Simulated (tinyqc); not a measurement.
# Gap voltage and exponent from three temperatures

Inverse problem. At constant current VBE(T) = Vg0 - a T - eta (kB T/q) ln T, where a is a constant. Find Vg0, eta and dVBE/dT at the middle temperature.

Constants: q = 1.602176634e-19 C, kB = 1.380649e-23 J/K. Results are converted to the units shown.

T (K): [300, 360, 390]
VBE at a constant current (V): [0.6170492284, 0.4834348653, 0.4152942642]

Answer. The relation is linear in Vg0, a and eta, so three points give a linear system; the slope is (VBE - Vg0 - eta kB T/q)/T. eta rests on the curvature of VBE(T) alone, so real fits need accuracy of some tens of microvolts or better.

Vg0 = 1.17 V
eta = 4.00
dVBE/dT = -2.26 mV/K

tinyqc, about 0.02 s, one thread, Intel Xeon 2.30GHz (shared host): `OMP_NUM_THREADS=1 python tinyqc.py 2062099 2062100 out.jsonl`
